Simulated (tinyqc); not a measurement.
Inside a calculation. Method: CIS on RHF in the sto-3g basis, for H3+, spin multiplicity 1. One step of it, computed by the program tinyqc.

Task: Iteration 4 (converged): orbitals. Diagonalise F' = X^T F X, C = X C', fill 1 alpha and 1 beta electrons from the bottom; D = 2 C_occ C_occ^T. Each column has its largest component positive (the first on a tie).

converged F (hartree), lower triangle:
```
           1H 1s      2H 1s      3H 1s
1H 1s  -0.780626
2H 1s  -0.630133  -0.553249
3H 1s  -0.630133  -0.258555  -0.553249
```

X:
```
               1          2         3
1H 1s   1.225087   0.000000  0.511134
2H 1s  -0.797103   0.751960  0.392787
3H 1s  -0.797103  -0.751960  0.392787
```

Give: F' = X^T F X; orbital energies; coefficients C; D after iteration 4.

Result:

F' = X^T F X (hartree), lower triangle:
```
        1       2       3
1   0.258
2   0.000  -0.333
3  -0.073   0.000  -0.960
```

orbital energies (hartree): MO1 -0.965, MO2 -0.333, MO3 0.263

coefficients C:
```
         MO1     MO2     MO3
1H 1s  0.584   0.000   1.192
2H 1s  0.344   0.752  -0.819
3H 1s  0.344  -0.752  -0.819
```

D after iteration 4, lower triangle:
```
       1H 1s  2H 1s  3H 1s
1H 1s  0.681
2H 1s  0.402  0.237
3H 1s  0.402  0.237  0.237
```
